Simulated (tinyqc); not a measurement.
# Charge centroid from charge and shift

Problem. A sheet of N electrons in the storage layer of a charge-trap cell shifts the threshold by U = (q/eps0) N (tb/eb + xc tn/en). Find xc and the distance xc tn from the blocking layer.

Values chosen for this exercise:
```
symbol,value,unit,meaning
tn,8.4,nm,storage layer
en,7.2,,its relative permittivity
tb,7.7,nm,blocking layer
eb,3.9,,its relative permittivity
```

Constants: q = 1.602176634e-19 C, eps0 = 8.8541878128e-14 F/cm where lengths are in cm. Results are converted to the units shown.

N = 2.6e12 cm^-2
U = 1.2856589 V

Solution. U eps0/(q N) is the electrical distance from the gate; subtract that of the blocking layer.

xc = 0.650
distance = 5.46 nm

tinyqc, about 0.06 s, one thread, Intel Xeon 2.30GHz (shared host): `OMP_NUM_THREADS=1 python tinyqc.py 2130171 2130172 out.jsonl`
